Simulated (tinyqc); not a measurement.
Scaling with the misfit: strain-driven roughening and islands of a mismatched epitaxial film. Computed by tinyqc, a small Python program. Command: `OMP_NUM_THREADS=1 python tinyqc.py 3030401 3030402 out.jsonl island walk`. One thread of a shared host (Intel(R) Xeon(R) Processor @ 2.30GHz), about 0.01 s of CPU time with the checks.

Film and substrate share isotropic elastic constants; the film is coherent and biaxially strained.

Inputs (values chosen for the exercise, modelled on InAs on GaAs):
```
quantity                                      value       unit
misfit |f|                                   0.0713          -
shear modulus G                                30.4        GPa
Poisson ratio nu                               0.32          -
surface energy gamma                          0.672      J/m^2
contact angle of the shallow shape theta_1     13.5    degrees
contact angle of the steep shape theta_2       31.5    degrees
facet energy of shape 1 over gamma           0.9968          -
facet energy of shape 2 over gamma            1.027          -
surface mobility D_s nu_s Omega^2/(k_B T)   3.5e-32  m^6/(J s)
```

Transport: surface diffusion.

Constants: e = 1.602176634e-19 C.

Method:
- M = 2 G (1 + nu)/(1 - nu); stress = M f; energy density w = M f^2.
- A ripple A cos(k x) has the surface chemical potential per volume [gamma k^2 - 2 (1 + nu) w k] A cos(k x), so k_c = 2 (1 + nu) w/gamma. With surface diffusion the amplitude grows at the rate q = B k^2 [2 (1 + nu) w k - gamma k^2], fastest at k_m = (3/4) k_c. B is the surface mobility.
- Shallow faceted island (Tersoff form): E = 4 Gam V^(2/3) tan^(1/3)(theta) - 6 c V tan(theta), Gam = gamma [x/sin(theta) - 1/tan(theta)], x the facet energy over gamma, c = stress^2 (1 - nu)/(2 pi G).
- The barrier is the maximum of E, at V_c = [4 Gam/(9 c)]^3 / tan^2(theta) (1 GPa nm = 1 J/m^2).
- V_c = [4 Gam/(9 c)]^3/tan^2(theta), barrier = (4/3) Gam V_c^(2/3) tan^(1/3)(theta); the growth time is 1/q at k_m.

fastest wavelength = 3.55415 nm

growth time 1/q at k_m = 1.30590e-05 s

critical volume, shape 1 = 0.0330641 nm^3

barrier, shape 1 = 0.0374708 eV

Misfit scaled at fixed constants:
```
|f| (%)  fastest wavelength (nm)  growth time (s)  V_c of shape 1 (nm^3)  barrier of shape 1 (eV)
1.7825                    56.866       8.5583e-01             1.3543e+02               9.5925e+00
2.4955                    29.014       5.7992e-02             1.7987e+01               2.4970e+00
3.5650                    14.217       3.3431e-03             2.1161e+00               5.9953e-01
4.9910                     7.253       2.2653e-04             2.8104e-01               1.5606e-01
7.1300                     3.554       1.3059e-05             3.3064e-02               3.7471e-02
9.9820                     1.813       8.8488e-07             4.3913e-03               9.7540e-03
```

What does the comparison show, and why?

Halving the misfit stretches the wavelength 4 times, the barrier 16 times, the volume 64 times and the time 256 times: f^(-2), f^(-4), f^(-6), f^(-8). Over these rows the time spans 6.0 decades: strongly mismatched films tend to roughen first, while dilute alloys have time to stay flat. Rows with wavelengths under 10 nm or volumes under 5 nm^3 are beyond the continuum picture. Caution: a wavelength of a few nanometres is at the limit of continuum theory, where steps and facets rule. Caution: a critical volume below 1 nm^3 holds fewer than a hundred atoms, so a continuum barrier there has no physical meaning.

Extremes, crossings and ranges named in words are read from the listed rows.
